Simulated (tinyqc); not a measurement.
Elastic strain and critical thickness of a cubic alloy layer A(1-x)B(x) on a thick substrate: one step, computed by the program tinyqc.

Strain is positive in tension. The layer is coherent with the substrate unless said otherwise.

Problem. Biaxial strain, stress and energy. (001): D = 2 C12/C11, M = C11 + C12 - 2 C12^2/C11. The free surface carries no normal stress, so e_perp = -D f; dV/V = 2 f + e_perp; stress = M f; energy per area = M f^2 h (1 GPa nm = 1 J/m^2).

Inputs (values chosen for the exercise, for a model alloy): layer thickness h = 3.5 nm.

Growth plane: (001).

elastic constants (GPa): C11 119.3582, C12 52.0800, C44 50.6546

misfit f = -0.01360218

Give: ratio D; normal strain e_perp; volume strain dV/V; biaxial modulus M; in-plane stress; strain energy per area.

Solution.

ratio D = 0.87267

normal strain e_perp = 0.011870

volume strain dV/V = -0.015334

biaxial modulus M = 125.99 GPa

in-plane stress = -1.7137 GPa

strain energy per area = 0.081587 J/m^2
